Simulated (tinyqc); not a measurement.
Ferroelectric hysteresis, discrete Preisach model: one step of the calculation.

25 bistable elements (j, k) switch to +1 when V reaches u_j and to -1 when V falls to -u_k, and keep their state between. P = Ps sum w_jk s_jk. All elements start at -1. No time dependence and no dielectric part.

Problem. Weights. w_jk is proportional to exp[-(a_j^2 + a_k^2 - 2 cr a_j a_k)/(2 (1 - cr^2))], a_j = (u_j - Vc)/sg, and the weights sum to one.

Values chosen for this exercise:

| symbol | value | unit | meaning |
|---|---|---|---|
| Vc | 1.6 | V | mean coercive voltage |
| sg | 0.59 | V | spread of the switching voltages |
| up | [0.3, 0.9, 1.5, 2.1, 2.7] | V | list of the u_j |
| cr | 0 |  | correlation of up and down voltages |

Wanted: w.

Solution.

w:
```
	d=-0.3	d=-0.9	d=-1.5	d=-2.1	d=-2.7
u=0.3	0.0013	0.0073	0.0146	0.0103	0.0026
u=0.9	0.0073	0.0410	0.0817	0.0579	0.0146
u=1.5	0.0146	0.0817	0.1628	0.1153	0.0291
u=2.1	0.0103	0.0579	0.1153	0.0817	0.0206
u=2.7	0.0026	0.0146	0.0291	0.0206	0.0052
```

Numbers from tinyqc (`OMP_NUM_THREADS=1 python tinyqc.py 2860056 2860057 out.jsonl`; about 0.01 s on one thread of a shared Intel Xeon 2.30GHz).
